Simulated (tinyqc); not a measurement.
Starting guesses with plain Roothaan steps: SCF starting guesses in the 6-311g basis, for H2, spin multiplicity 1. Computed by the program tinyqc with PySCF. 

Geometry (angstrom):
```
atom       x       y       z
H     0.0000  0.0000  0.0000
H     0.0000  0.0000  0.8240
```

lowest restricted solution found by these runs and by PySCF = -1.122984 hartree

RHF with one setting changed at a time; a run stops when the energy changes by less than 1e-09 hartree and the error matrix is below 1e-5. Starts: the lowest orbitals of the core Hamiltonian, of the Wolfsberg-Helmholz matrix (K = 1.75), projected atomic densities, random orbitals, and the highest orbitals of the core Hamiltonian (a deliberately bad start).

Largest element of the error matrix X^T (FDS - SDF) X:
```
iteration     core  Wolfsberg-Helmholz  atomic densities   random  highest core orbitals
1          1.2e-01             4.4e-01           8.9e-02  1.1e+00                1.8e-01
2          1.9e-02             5.9e-02           1.2e-02  1.6e-01                1.6e-01
3          4.3e-03             6.4e-03           2.8e-03  3.4e-02                2.6e-02
4          1.1e-03             9.6e-04           6.7e-04  9.9e-03                6.1e-03
5          2.5e-04             1.9e-04           1.6e-04  3.0e-03                1.4e-03
6          5.9e-05             4.6e-05           3.7e-05  9.2e-04                3.3e-04
8          3.1e-06             2.6e-06           2.0e-06  8.5e-05                1.7e-05
10               -                   -                 -  7.7e-06                9.2e-07
```

How each run ends:
```
run                    iterations  E (hartree)         state
core                            8     -1.12298  lowest found
Wolfsberg-Helmholz              8     -1.12298  lowest found
atomic densities                8     -1.12298  lowest found
random                         11     -1.12298  lowest found
highest core orbitals          10     -1.12298  lowest found
```

5 of 5 runs reach the lowest restricted solution found, in 8 to 11 iterations (fastest: core, Wolfsberg-Helmholz, atomic densities). The first errors are 1e-01, 4e-01, 9e-02, 1e+00, 2e-01.
